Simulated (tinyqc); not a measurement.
Worked calculation: deep level with several charge states, and Shockley-Read-Hall recombination. Values are carried at full precision from step to step, so a last printed digit may differ when a step is redone from the rounded ones.

Energies from Ev. The defect has charge states 0, -1, -2 with weights 1, gm exp((EF - E1)/kT), exp((2 EF - E1 - E2)/kT); the shares are the weights over their sum. Boltzmann carriers: n = Nc exp((EF - Eg)/kT), p = Nv exp(-EF/kT). Neutrality: p - n + Nd + Nt <q> = 0.

Constants: kB = 8.617333262e-05 eV/K.

Inputs chosen for the exercise (gap and densities of states near those of InP at this temperature; shifted at random, so the results belong to these values and not to a real crystal): Eg = 1.354 eV (gap); Nc = 4.38e+17 1/cm^3 (conduction-band density of states); Nv = 9.17e+18 1/cm^3 (valence-band density of states); T = 250 K; E1 = 0.309 eV (level (0/-1) above Ev); E2 = 0.865 eV (level (-1/-2) above Ev); gm = 2 (degeneracy of the middle state, the others 1); Nt = 6.6e+13 1/cm^3 (defects); Nd = 9.9e+13 1/cm^3 (ionised shallow donors minus acceptors); E_try = 0.246 eV (trial Fermi level); Et = 0.865 eV (recombination level above Ev); sn = 1.5e-15 cm^2 (electron capture cross-section); sp_ = 2.8e-15 cm^2 (hole capture cross-section); vth = 19000000 cm/s (thermal velocity, both carriers); Nm = 8.4e+14 1/cm^3 (equilibrium electrons for the lifetime steps); dn = 2.8e+15 1/cm^3 (excess pairs).

## Charge states at a trial Fermi level

Form the exponents, the shares, the mean charge and the residual of neutrality at EF = E_try.

exponents of the second and third weights: -2.924  -31.657

shares: 0 0.9030, -1 0.0970, -2 0.0000

<q> = -0.0970

n, p (1/cm^3): 2.02e-05  1.01e+14

residual = 1.93e+14 1/cm^3

The residual is positive, so EF must rise.

## The neutral state

Solve for EF.

EF = 0.8799 eV

shares at EF: 0 0.000, -1 0.500, -2 0.500

n = 1.22e+08 1/cm^3
p = 16.7 1/cm^3

Without the defects the majority density would be 9.90e+13 1/cm^3; with them the density of these carriers is 1.22e+08, so the defects have removed nearly all of those carriers. Most defects are in the state -1.

## Recombination through one level

One level at Et with degeneracy 1: tn = 1/(sn vth Nt), tp = 1/(sp_ vth Nt), n1 = Nc exp((Et - Eg)/kT), p1 = Nv exp(-Et/kT), ni^2 = n1 p1. Equilibrium n0 = Nm, p0 = ni^2/Nm; n = n0 + dn, p = p0 + dn. U = (n p - ni^2)/(tp (n + n1) + tn (p + p1)), lifetime dn/U; emission rates en = sn vth n1, ep = sp_ vth p1.

Evaluate each quantity.

tn, tp (microsecond): 0.5316  0.2848

n1, p1 (1/cm^3): 6.08e+07  33.5

U = 4.04e+21 1/(cm^3 s)
lifetime = 0.694 microsecond

The lifetime is 2.436 times the minority capture time tp and 0.85 times tn + tp, the limit of high injection.

## Emission and generation in a depleted region

With n = p = 0 the level generates pairs at G = Nt en ep/(en + ep); generation lifetime tg = ni/G; current density e G W for a width W = 1 micrometre, e = 1.602176634e-19 C.

en, ep (1/s): 1.73  1.78e-06

G = 1.18e+08 1/(cm^3 s)
tg = 384 microsecond
current density = 1.88e-15 A/cm^2

The slower step, hole emission, limits the rate: en/ep = 9.72e+05.

## Checks

- U against hole capture minus emission at the steady occupation of the level (1/(cm^3 s)): both 4.036e+21.

(tinyqc, `OMP_NUM_THREADS=1 python tinyqc.py 1681197 1681198 out.jsonl`, Intel(R) Xeon(R) Processor @ 2.30GHz, 1 thread, shared host, about 0.01 s.)
